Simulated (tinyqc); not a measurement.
Width of the well: polar nitride quantum well with polarisation fields.

Growth along [0001]. e_par = (a_sub - a)/a, Ppz = 2 e_par (e31 - e33 C13/C33), P = Psp + Ppz in each layer; strain relaxation and the strain shift of the gaps are left out, although thick layers with more than about 1 % mismatch would relax.

In a periodic stack without free charge the potential drop over a period vanishes: F_w = (P_b - P_w) Lb/(eps0 (eps_w Lb + eps_b Lw)), F_b = -F_w Lw/Lb, eps0 = 8.8541878e-12 F/m; 1 MV/cm = 1e8 V/m = 0.01 V/angstrom.

Envelope functions on cells of 0.25 angstrom over barrier, well, barrier (widths Lb, Lw, Lb), psi = 0 beyond, psi'/m continuous (mean mass between points), c = hbar^2/2m0. With u(z) the integral of e F (F_w in the well, F_b = -F_w Lw/Lb in the barriers, 1 MV/cm = 0.01 V/angstrom), zero at the centre of the well, the electron sees u plus Vc in the barriers and the hole -u plus Vv. The transition is Eg + E_e + E_h; excitons are left out.

Constants: hbar^2/2m0 = 3.80998211 eV angstrom^2; hc = 1239.841984 eV nm.

Inputs chosen for the exercise (near those of a GaN well in AlN; the results hold for these values, not for the real material): a_w = 3.189 angstrom (lattice constant a, well); a_b = 3.112 angstrom (lattice constant a, barrier); a_sub = 3.189 angstrom (in-plane lattice constant of the stack); Psp_w = -0.0352 C/m^2 (spontaneous polarisation); Psp_b = -0.0895 C/m^2 (spontaneous polarisation); e31_w = -0.341 C/m^2; e31_b = -0.52 C/m^2; e33_w = 0.646 C/m^2; e33_b = 1.516 C/m^2; C_w = 0.264 (C13/C33); C_b = 0.285 (C13/C33); eps_w = 10.5 (dielectric constant); eps_b = 10.2 (dielectric constant); Lb = 120 angstrom (barrier width); Eg = 3.44 eV (gap of the well); Vc = 1.85 eV (conduction offset); Vv = 0.87 eV (valence offset); me = 0.2 m0 (electron, well); meb = 0.32 m0 (electron, barrier); mh = 1.3 m0 (hole, everywhere); Ls = (12, 18, 24, 30, 36, 45) angstrom (well widths).

Field, levels and overlap anew for each width.

Results:
```
Lw (angstrom)  F_w (MV/cm)  E (eV)  E without field (eV)  overlap^2  ln overlap^2
12                  -9.942  3.7406                4.0215      0.449         -0.80
24                  -9.134  2.6479                3.6601     0.0134         -4.31
30                  -8.777  2.1785                3.5949   0.000993         -6.91
36                  -8.447  1.7438                3.5550   4.98e-05         -9.91
45                  -7.996  1.1486                3.5188   3.16e-07        -14.97
```

Give the missing row, Lw (angstrom) = 18.

Computed row:
```
Lw (angstrom)  F_w (MV/cm)  E (eV)  E without field (eV)  overlap^2  ln overlap^2
18                  -9.521  3.1583                3.7772      0.108         -2.22
```

The red shift grows from 281 to 2370 meV. The line drops below Eg between 12 and 18 angstrom, which a square well can never do. Over the last two rows dE/dLw = -66.1 meV per angstrom, against -|e F_w| = -80.0 in the last row; the field itself weakens by 20 % over the table, since a wider well shares the drop with the barrier. The overlap falls by a factor 1.42e+06.

Computed by tinyqc, a small Python program: `OMP_NUM_THREADS=1 python tinyqc.py 1251298 1251299 out.jsonl` (the numbers bound the seed that draws the inputs); one thread of a shared host (Intel(R) Xeon(R) Processor @ 2.30GHz), about 0.2 s for the whole set of steps.
